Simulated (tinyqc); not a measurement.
Inside a calculation. Model: p-i-n power rectifier, conductivity modulation at high injection.

Program tinyqc, `OMP_NUM_THREADS=1 python tinyqc.py 2230054 2230055 out.jsonl`; Intel Xeon 2.30GHz, shared host, one thread, about 0.01 s. Printed values are rounded.

A drift layer from x = -d to d (2 d = W) between ideal p+ and n+ emitters (no recombination in them). High injection, n = p, ambipolar diffusion with one lifetime; both mobilities scale as (T/300 K)^(-bt).

Values chosen for this exercise; bulk values close to those of 4H silicon carbide:
```
symbol,value,unit,meaning
T,300,K,temperature
eps_r,9.76,,relative permittivity
Kc,23600,V/cm per (cm^-3)^(1/8),critical-field constant
BV,13000,V,rated breakdown voltage of the drift layer
mud,784,cm^2/(V s),drift mobility at 300 K
bt,2.5,,temperature exponent of the drift mobility
mup,105,cm^2/(V s),hole mobility at 300 K
Eg,3.16,eV,band gap
Nc,1.7e19,cm^-3,conduction-band density of states at T
Nv,2.5e19,cm^-3,valence-band density of states at T
J,20,A/cm^2,forward current density
tau,1.2e-5,s,high-level lifetime
```

Constants: q = 1.602176634e-19 C, kB = 1.380649e-23 J/K, Vt = kB T/q, eps0 = 8.8541878128e-14 F/cm where lengths are in cm. Results are converted to the units shown.

## Drift layer

Triangular field at breakdown with Ec = Kc N^(1/8): BV = eps0 eps_r Ec^2/(2 q N), so N = (eps0 eps_r Kc^2/(2 q BV))^(4/3); W = 2 BV/Ec; mu = mud (T/300 K)^(-bt); rho = 1/(q mu N); ideal resistance rho W.

N = 5.62754e14 cm^-3
Ec = 1.64703 MV/cm
W = 157.860 um
mu = 784 cm^2/(V s)
rho = 14.1467 ohm cm
ideal resistance = 223.320 mohm cm^2

## Carrier profile

Da = 2 mun mup Vt/(mun + mup), La = sqrt(Da tau), B = (mun - mup)/(mun + mup) with mun = mud (T/300 K)^(-bt), mup likewise; n(x) = (tau J/(2 q La)) [cosh(x/La)/sinh(d/La) - B sinh(x/La)/cosh(d/La)]. 10 equal steps.

Da = 4.78771 cm^2/s
La = 75.7974 um
B = 0.763780

```
point	x (um)	n (cm^-3)
0	-78.9299	1.85691e17
1	-63.1439	1.53172e17
2	-47.3579	1.27321e17
3	-31.5720	1.07012e17
4	-15.7860	9.13618e16
5	0.0000	7.96887e16
6	15.7860	7.14846e16
7	31.5720	6.63923e16
8	47.3579	6.41901e16
9	63.1439	6.47823e16
10	78.9299	6.81945e16
```

d/La = 1.04. The lowest density on the grid is 114 times the drift doping.

## Forward voltage and stored charge

Ohmic drop: integral of J/(q (mun + mup) n); diffusion (Dember) drop Vt B ln(n(-d)/n(d)); both junctions together Vt ln(n(-d) n(d)/ni^2), ni = sqrt(Nc Nv) exp(-Eg/(2 Vt)), Eg in volts; V_F = the sum; stored charge q times the integral of n. Trapezoid rule; mun and mup scale as (T/300 K)^(-bt).

ohmic drop = 0.0260036 V
diffusion drop = 0.0197792 V
junction drops = 2.89059 V
V_F = 2.93638 V
stored charge = 240.867 uC/cm^2

A fine grid gives V_F = 2.936 V and the stored charge J tau = 240.0 uC/cm^2. Without modulation the drift layer alone would drop J rho W = 4.47 V, 97.6 times the ohmic and diffusion drops together.
